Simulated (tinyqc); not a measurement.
Two-band massive Dirac model of the K valleys: one step. Band edges of the four flavours. Five cases, with inputs chosen for the exercise.

Question. At k = 0: Ec = D/2, Ev = -D/2 + lam tau sz; mass m/m0 = c G/(a t)^2 for both bands, c = hbar^2/2m0; Omega_c(0) = -2 tau a^2 t^2/G^2.

Basis (conduction, valence): H = [[D/2, a t (tau kx - i ky)], [a t (tau kx + i ky), -D/2 + lam tau sz]], valley tau = +/-1, spin sz = +/-1. The gap of a spin and valley is G = D - lam tau sz. Berry curvature Omega = curl of i<u|grad u>; for the conduction band Omega_c = -tau 2 a^2 t^2 G/(G^2 + 4 a^2 t^2 k^2)^(3/2), and Omega_v = -Omega_c.

Constants: hbar^2/2m0 = 3.80998211 eV angstrom^2.

Case 1.

Values chosen (near those used for monolayer WS2; not measured data): a = 3.19 angstrom (lattice constant); D = 1.75 eV (gap parameter); t = 1.34 eV (effective hopping); lam = 0.188 eV (half the valence spin splitting).

Case 2.

Values chosen (near those used for monolayer MoSe2; not measured data): a = 3.305 angstrom (lattice constant); D = 1.5 eV (gap parameter); t = 1 eV (effective hopping); lam = 0.081 eV (half the valence spin splitting).

Case 3.

Values chosen (near those used for monolayer WS2; not measured data): a = 3.199 angstrom (lattice constant); D = 1.66 eV (gap parameter); t = 1.33 eV (effective hopping); lam = 0.197 eV (half the valence spin splitting).

Case 4.

Values chosen (near those used for monolayer WS2; not measured data): a = 3.199 angstrom (lattice constant); D = 1.81 eV (gap parameter); t = 1.36 eV (effective hopping); lam = 0.221 eV (half the valence spin splitting).

Case 5.

Values chosen (near those used for monolayer WSe2; not measured data): a = 3.308 angstrom (lattice constant); D = 1.61 eV (gap parameter); t = 1.22 eV (effective hopping); lam = 0.219 eV (half the valence spin splitting).

Give: Edges.

Answer.

Case 1.

Edges:
```
tau  sz  Ec (eV)  Ev (eV)  G (eV)  mass (m0)  Omega_c (angstrom^2)
1     1   0.8750  -0.6870  1.5620     0.3257               -14.978
1    -1   0.8750  -1.0630  1.9380     0.4041                -9.730
-1    1   0.8750  -1.0630  1.9380     0.4041                 9.730
-1   -1   0.8750  -0.6870  1.5620     0.3257                14.978
```

The top of the valence band has spin up at tau = +1 and spin down at tau = -1: spin and valley are locked, with 376 meV between the two valence bands (A and B transitions at 1.562 and 1.938 eV, without exciton binding).

Case 2.

Edges:
```
tau  sz  Ec (eV)  Ev (eV)  G (eV)  mass (m0)  Omega_c (angstrom^2)
1     1   0.7500  -0.6690  1.4190     0.4950               -10.849
1    -1   0.7500  -0.8310  1.5810     0.5515                -8.740
-1    1   0.7500  -0.8310  1.5810     0.5515                 8.740
-1   -1   0.7500  -0.6690  1.4190     0.4950                10.849
```

The top of the valence band has spin up at tau = +1 and spin down at tau = -1: spin and valley are locked, with 162 meV between the two valence bands (A and B transitions at 1.419 and 1.581 eV, without exciton binding).

Case 3.

Edges:
```
tau  sz  Ec (eV)  Ev (eV)  G (eV)  mass (m0)  Omega_c (angstrom^2)
1     1   0.8300  -0.6330  1.4630     0.3079               -16.915
1    -1   0.8300  -1.0270  1.8570     0.3908               -10.499
-1    1   0.8300  -1.0270  1.8570     0.3908                10.499
-1   -1   0.8300  -0.6330  1.4630     0.3079                16.915
```

The top of the valence band has spin up at tau = +1 and spin down at tau = -1: spin and valley are locked, with 394 meV between the two valence bands (A and B transitions at 1.463 and 1.857 eV, without exciton binding).

Case 4.

Edges:
```
tau  sz  Ec (eV)  Ev (eV)  G (eV)  mass (m0)  Omega_c (angstrom^2)
1     1   0.9050  -0.6840  1.5890     0.3198               -14.993
1    -1   0.9050  -1.1260  2.0310     0.4088                -9.177
-1    1   0.9050  -1.1260  2.0310     0.4088                 9.177
-1   -1   0.9050  -0.6840  1.5890     0.3198                14.993
```

The top of the valence band has spin up at tau = +1 and spin down at tau = -1: spin and valley are locked, with 442 meV between the two valence bands (A and B transitions at 1.589 and 2.031 eV, without exciton binding).

Case 5.

Edges:
```
tau  sz  Ec (eV)  Ev (eV)  G (eV)  mass (m0)  Omega_c (angstrom^2)
1     1   0.8050  -0.5860  1.3910     0.3254               -16.836
1    -1   0.8050  -1.0240  1.8290     0.4278                -9.738
-1    1   0.8050  -1.0240  1.8290     0.4278                 9.738
-1   -1   0.8050  -0.5860  1.3910     0.3254                16.836
```

The top of the valence band has spin up at tau = +1 and spin down at tau = -1: spin and valley are locked, with 438 meV between the two valence bands (A and B transitions at 1.391 and 1.829 eV, without exciton binding).

Computed by tinyqc, one run a case: `OMP_NUM_THREADS=1 python tinyqc.py N N+1 out.jsonl` with N = 1480321, 1480325, 1480705, 1481060, 1481455; one thread of a shared Intel(R) Xeon(R) Processor @ 2.30GHz, about 0.01 s a run at most.
